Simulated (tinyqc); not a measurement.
What each parameter does: two-band k.p model of the X valleys of a zinc-blende crystal.

k along the valley axis, counted from X, c = hbar^2/2m0, e = c k^2/ml. H = [[e - D/2, i P k], [-i P k, e + D/2]] with P^2 = D0 c/ml, so E = e -/+ sqrt(D^2/4 + D0 e). For D = 0 (diamond lattice) the bands cross at X.

With x = D/D0: for x < 1 the minima lie at k_m = sqrt(ml D0 (1 - x^2)/(4 c)), the hump at X has the height dE = (D0/4)(1 - x)^2 and the mass at the minimum is ml/(1 - x^2); the mass at X is ml/(1 - 1/x), negative for x < 1. For x > 1 the minimum is at X.

Thermal masses along the axis for one X point, lower band, E from the minimum, on 1601 points from -0.8 to 0.8 1/angstrom: density-of-states mass m_d = c I^2/(pi kT), I = integral of exp(-E/kT) dk; conductivity mass m_c = 2 c kT/<(dE/dk)^2> with central differences.

Constants: hbar^2/2m0 = 3.80998211 eV angstrom^2; kB = 8.617333262e-05 eV/K.

Inputs chosen for the exercise (of the order of those of GaP; not measured data):
- D = 0.378 eV (splitting of the two conduction levels at X)
- D0 = 0.438 eV (coupling energy)
- ml = 0.904 m0 (mass along the axis from remote bands)
- T = 300 K (temperature)

Shape of the lower band and thermal masses.

One parameter was then changed.

Results before and after:
```
case     k_m (1/angstrom)  dE (meV)  m_d (m0)  m_c (m0)
base               0.0814     2.055     5.982     2.838
changed            0.0725     1.294     5.745     2.828
```

Which of these changes was made? (a) D = 0.3893 eV; (b) T = 309 K; (c) ml = 0.8769 m0; (d) D0 = 0.4249 eV.
Answer: (d) D0 = 0.4249 eV. Of the candidates, run in turn, only this one gives the changed row.

All candidates:
```
case            k_m (1/angstrom)  dE (meV)  m_d (m0)  m_c (m0)
base                      0.0814     2.055     5.982     2.838
D = 0.3893 eV             0.0739     1.354     5.835     2.855
D0 = 0.4249 eV            0.0725     1.294     5.745     2.828
ml = 0.8769 m0            0.0802     2.055     5.802     2.753
T = 309 K                 0.0814     2.055     5.897     2.812
```

(tinyqc, `OMP_NUM_THREADS=1 python tinyqc.py 1881046 1881047 out.jsonl`, Intel(R) Xeon(R) Processor @ 2.30GHz, 1 thread, shared host, about 0.01 s.)
